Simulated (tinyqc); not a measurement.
Dopant series: competing polymorphs of an oxide film: bulk, surface, grain-boundary, dopant and field terms. Computed by tinyqc, a small Python program. Command: `OMP_NUM_THREADS=1 python tinyqc.py 3029695 3029696 out.jsonl polymorph walk`. One thread of a shared host (Intel(R) Xeon(R) Processor @ 2.30GHz), about 0.01 s of CPU time with the checks.

Phases: monoclinic m (reference), polar orthorhombic o, tetragonal t. Free energies per formula unit (f.u.); 1 J/m^2 x angstrom^3/nm = 6.241509 meV.

Inputs (values chosen for the exercise, for a model oxide): energy of the polar phase o over m = 47.1 meV/f.u.; energy of the tetragonal phase t over m = 111 meV/f.u.; entropy of o over m = 0.0063 meV/(f.u. K); entropy of t over m = 0.05 meV/(f.u. K); surface energy of m = 2.61 J/m^2; surface energy of o = 2.26 J/m^2; surface energy of t = 2.05 J/m^2; grain-boundary energy over surface energy = 0.78; volume per formula unit Omega = 34.9 angstrom^3; film thickness h = 5.8 nm; grain radius R = 4.6 nm; temperature T = 900 K; shift of o per % of dopant = -7.1 meV/f.u.; shift of t per % of dopant = -18 meV/f.u.; width sigma of ln R = 0.37; interlayer thickness (SiO2) = 0.88 nm.

Geometry: columnar grains in a film.

permittivities of m, o, t: [19, 29, 35]

Method:
- Bulk term b = H - T S + (shift) x, zero for m.
- With G = b + gamma Omega A (b the bulk free energy per formula unit, A the area per volume), two phases i, j cross at A_ij = (b_j - b_i)/(Omega (gamma_i - gamma_j)); o has a window only if A_mo < A_ot.
- Grain radii are log-normal by volume with median R and width sigma; the share with A above A* is that with radius below R*, R* = f_b/(A* - 2/h) (all grains if A* <= 2/h), share = (1/2) erfc[-ln(R*/R)/(sqrt 2 sigma)]. Effective permittivity of a layer of thickness h built of such grains, taken in parallel: sum of share x eps; EOT = interlayer + 3.9 h/eps.

Against dopant content:
```
x (%)  A_mo (1/nm)  A_ot (1/nm)  share m  share o  share t
0.0        0.54342       0.5371  0.65346        0   0.3465
1.0        0.45029       0.2988  0.00037        0   0.9996
2.0        0.35716       0.0606  0.00000        0   1.0000
3.0        0.26403      -0.1777  0.00000        0   1.0000
4.0        0.17091      -0.4160  0.00000        0   1.0000
5.0        0.07778      -0.6543  0.00000        0   1.0000
6.5       -0.06191      -1.0117  0.00000        0   1.0000
8.0       -0.20160      -1.3691  0.00000        0   1.0000
10.0      -0.38785      -1.8457  0.00000        0   1.0000
```

What does the comparison show, and why?

The dopant lowers t by 18 and o by 7.1 meV per %, so A_ot falls faster than A_mo. The share of o stays under 2 % at every content listed. t holds the majority from x = 1 % on.

Extremes, crossings and ranges named in words are read from the listed rows.
